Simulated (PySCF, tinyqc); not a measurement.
Inside a calculation. Method: CCSD on RHF in the 3-21g basis, for H3+, spin multiplicity 1. The lowest restricted solution is unstable here: a spin-polarised one lies 0.0002 hartree lower (PySCF). One step of it, computed by the program tinyqc.

Question. Iteration 6 (converged): orbitals. Diagonalise F' = X^T F X, C = X C', fill 1 alpha and 1 beta electrons from the bottom; D = 2 C_occ C_occ^T. Each column has its largest component positive (the first on a tie).

converged F (hartree), lower triangle:
```
           1H 1s      1H 2s      2H 1s      2H 2s      3H 1s      3H 2s
1H 1s  -0.241754
1H 2s  -0.736434  -0.768507
2H 1s  -0.392111  -0.471655  -0.113497
2H 2s  -0.507787  -0.577124  -0.559651  -0.544562
3H 1s  -0.392111  -0.471655  -0.072273  -0.183803  -0.113497
3H 2s  -0.507787  -0.577124  -0.183803  -0.318870  -0.559651  -0.544562
```

X, lower triangle:
```
           1H 1s      1H 2s      2H 1s     2H 2s      3H 1s     3H 2s
1H 1s   1.260464
1H 2s  -0.583793   2.304157
2H 1s  -0.003216   0.004877   1.240837
2H 2s   0.067958  -0.837482  -0.480222  1.672053
3H 1s  -0.003216   0.004877  -0.006447  0.035994   1.240837
3H 2s   0.067958  -0.837482   0.035994  0.229166  -0.480222  1.672053
```

Give: F' = X^T F X; orbital energies; coefficients C; D after iteration 6.

Answer.

F' = X^T F X (hartree), lower triangle:
```
         1        2        3        4        5       6
1   0.3509
2  -0.7137   0.0646
3  -0.1751  -0.1516   0.3593
4  -0.0951  -0.2228  -0.5667   0.0116
5  -0.1751  -0.1516  -0.0004   0.0153   0.3593
6  -0.0951  -0.2228   0.0153  -0.0674  -0.5667  0.0116
```

orbital energies (hartree): MO1 -0.9373, MO2 -0.3792, MO3 -0.0282, MO4 0.7047, MO5 0.8180, MO6 0.9795

coefficients C:
```
          MO1      MO2      MO3      MO4      MO5      MO6
1H 1s  0.2858   0.0000   0.2305   0.4460   0.0000  -1.2669
1H 2s  0.4426   0.0000   1.6278  -0.2703   0.0000   2.0332
2H 1s  0.1919   0.2589  -0.1091   0.8309   0.9187   0.3484
2H 2s  0.1335   0.5757  -1.1385  -0.6239  -0.9180  -0.9533
3H 1s  0.1919  -0.2589  -0.1091   0.8309  -0.9187   0.3484
3H 2s  0.1335  -0.5757  -1.1385  -0.6239   0.9180  -0.9533
```

D after iteration 6, lower triangle:
```
        1H 1s   1H 2s   2H 1s   2H 2s   3H 1s   3H 2s
1H 1s  0.1633
1H 2s  0.2530  0.3918
2H 1s  0.1097  0.1699  0.0737
2H 2s  0.0763  0.1181  0.0512  0.0356
3H 1s  0.1097  0.1699  0.0737  0.0512  0.0737
3H 2s  0.0763  0.1181  0.0512  0.0356  0.0512  0.0356
```
